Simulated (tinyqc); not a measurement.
Worked calculation: ellipsoidal valleys in the axes of a wafer and a channel. Values are carried at full precision from step to step, so a last printed digit may differ when a step is redone from the rounded ones.

Valleys with axes a along x, y and z, two valleys each; inverse mass tensor w = 1/mt + (1/ml - 1/mt) a a. Device axes: z = nz/|nz|, x = nx/|nx|, y = z cross x; in them a = (ax, ay, az). Confinement mass mz = 1/w_zz. In the plane w_ij is replaced by u_ij = w_ij - w_iz w_jz/w_zz (i, j = x, y); density-of-states mass md = 1/sqrt(det u); conductivity mass along x mc = 1/u_xx; ballistic transport mass mx = u_yy/det u, width mass my = 1/u_yy.

Constants: hbar^2/2m0 = 3.80998211 eV angstrom^2; kB = 8.617333262e-05 eV/K.

Values chosen for the exercise (near those of the Delta valleys of Si; not measured data):
- ml = 0.902 m0 (longitudinal mass)
- mt = 0.192 m0 (transverse mass)
- nz = (1, 1, 0) (surface normal (confinement))
- nx = (0, 0, 1) (channel direction)
- t = 4.8 nm (thickness of the film)
- T = 300 K (temperature)

## Device axes and valley axes

Give the rows x, y, z in cubic components and each valley axis in device components.

device axes:
```
    [100]    [010]   [001]
x  0.0000   0.0000  1.0000
y  0.7071  -0.7071  0.0000
z  0.7071   0.7071  0.0000
```

valley axes:
```
       ax       ay      az
x  0.0000   0.7071  0.7071
y  0.0000  -0.7071  0.7071
z  1.0000   0.0000  0.0000
```

## Tensors of the valley y

Form w and the reduced tensor u.

w (1/m0):
```
        x       y       z
x  5.2083  0.0000  0.0000
y  0.0000  3.1585  2.0498
z  0.0000  2.0498  3.1585
```

u (1/m0):
```
        x       y
x  5.2083  0.0000
y  0.0000  1.8282
```

The axis is tilted against the normal, so w_xz or w_yz is not zero and the reduction changes the masses in the plane.

## Masses of all valleys

Give mz, md, mc, mx and my.

Masses (m0):

| valley | mz | md | mc | mx | my |
|---|---|---|---|---|---|
| x | 0.3166 | 0.3241 | 0.1920 | 0.1920 | 0.5470 |
| y | 0.3166 | 0.3241 | 0.1920 | 0.1920 | 0.5470 |
| z | 0.1920 | 0.4162 | 0.9020 | 0.9020 | 0.1920 |

mz md^2 = ml mt^2 = 0.03325 for every valley, so a heavy confinement mass comes with a small density of states. The heaviest mz is 0.317, for x and y.

## Subbands and shares in a film

Hard walls: E_n = c (n pi/t)^2/mz, c = hbar^2/2m0, n = 1, 2, 3. Non-degenerate share of a valley proportional to md sum_n exp(-E_n/kT); mean 1/mc = sum of share/mc. 1 nm = 10 angstrom.

Give the ladders, the shares and the mean conductivity mass.

Subbands:

| valley | E1 (meV) | E2 (meV) | E3 (meV) | share |
|---|---|---|---|---|
| x | 51.5 | 206.2 | 463.9 | 0.425 |
| y | 51.5 | 206.2 | 463.9 | 0.425 |
| z | 85.0 | 340.0 | 765.0 | 0.149 |

mean mc = 0.2176 m0

The lowest ladder (x and y) holds 85 % of the electrons in these valleys, the next starts 33 meV higher.

## Checks

- mz md^2 against ml mt^2: they agree to 1e-10 or better.
- mx my against md^2: they agree to 1e-10 or better.

tinyqc: `OMP_NUM_THREADS=1 python tinyqc.py 1850615 1850616 out.jsonl`; about 0.01 s, one thread, shared Intel(R) Xeon(R) Processor @ 2.30GHz.
